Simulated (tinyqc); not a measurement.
Nucleation and growth of vacancy voids in a cooling silicon-like crystal. From one set of inputs to another, one input at a time. Computed by tinyqc, a small Python program. Command: `OMP_NUM_THREADS=1 python tinyqc.py 3022838 3022839 out.jsonl voids ladder`. One thread of a shared host (Intel(R) Xeon(R) Processor @ 2.30GHz), about 0.3 s of CPU time with the checks.

Spherical voids; vacancies are lost only to voids.

The inputs printed are set A. Inputs not listed in the table keep their values of set A, so the rows need not describe a real material.

Inputs (values chosen for the exercise, close to those used for silicon):
```
quantity                                    value    unit
vacancy density at the melting point C_m  4.3e+14  1/cm^3
formation energy E_f                         4.04      eV
melting point T_m                            1685       K
diffusion prefactor D0                    0.00082  cm^2/s
migration energy E_m                         0.45      eV
site density rho                            5e+22  1/cm^3
void surface energy gamma                   0.956   J/m^2
cooling rate q                                0.4   K/min
vacancy excess C0                         8.6e+13  1/cm^3
temperature of the worked step T             1375       K
temperature step                             0.25       K
```

Vacancy supply: given.

Constants: k_B = 8.617333262e-05 eV/K; k_B = 1.380649e-23 J/K; e = 1.602176634e-19 C.

Method:
- C = C0 as given.
- C_e = C_m exp[-(E_f/k_B)(1/T - 1/T_m)]; D = D0 exp(-E_m/(k_B T)); f = k_B T ln(C/C_e); r* = 2 gamma/(rho f); W* = 16 pi gamma^3/(3 rho^2 f^2); Z = f/sqrt(12 pi W* k_B T); I = rho Z (4 pi r* D C) exp(-W*/(k_B T)).
- March down from 1500 K in steps dT, dt = dT/q, with values at the upper end of each step: a class of I dt voids is born with r*; then all classes grow by r^2 += 2 D (C - C_e) dt/rho; C falls by the vacancies added to voids. Stop at 1150 K. T_n is the T of the largest I, N the final count (classes under 1e-6 /cm^3 are dropped), and the mean radius the number average.

Each row keeps all changes above it:
```
input moved                                           from       to  void density N (1/cm^3)  rate I (1/(cm^3 s))  W*/(k_B T)
set A                                                    -        -                2.058e+05            4.203e+07       39.36
cooling rate q (K/min)                                 0.4       15                4.395e+07            4.203e+07       39.36
void surface energy gamma (J/m^2)                    0.956    0.933                4.354e+07            6.808e+08       36.58
vacancy excess C0 (1/cm^3)                         8.6e+13  1.2e+14                3.383e+07            1.137e+11       31.87
vacancy density at the melting point C_m (1/cm^3)  4.3e+14  6.1e+14                3.720e+07            7.293e+08       36.84
formation energy E_f (eV)                             4.04     3.97                3.707e+07            1.194e+08       38.63
diffusion prefactor D0 (cm^2/s)                    0.00082  0.00053                7.067e+07            7.718e+07       38.63
```

Which inputs carry the difference?

Void density N goes from 206000 to 7.07e7, a factor 343 in all. The largest single move comes from cooling rate q (a factor 214). Rate I goes from 4.20e7 to 7.72e7, a factor 1.84 in all. The largest single move comes from vacancy excess C0 (a factor 167), and vacancy density at the melting point C_m works against it (a factor 0.00642). W*/(k_B T) goes from 39.4 to 38.6, a factor 0.9816 in all. The largest single move comes from vacancy density at the melting point C_m (a factor 1.16), but it runs against the net change; the largest move in the direction of the net change is vacancy excess C0 (a factor 0.871). The single moves hold for this order of the switches; the total does not depend on the order.

Caution (rows vacancy excess C0): at such a rate voids would have used up the initial excess before the crystal cooled to this T.

Extremes, crossings and ranges named in words are read from the listed rows.
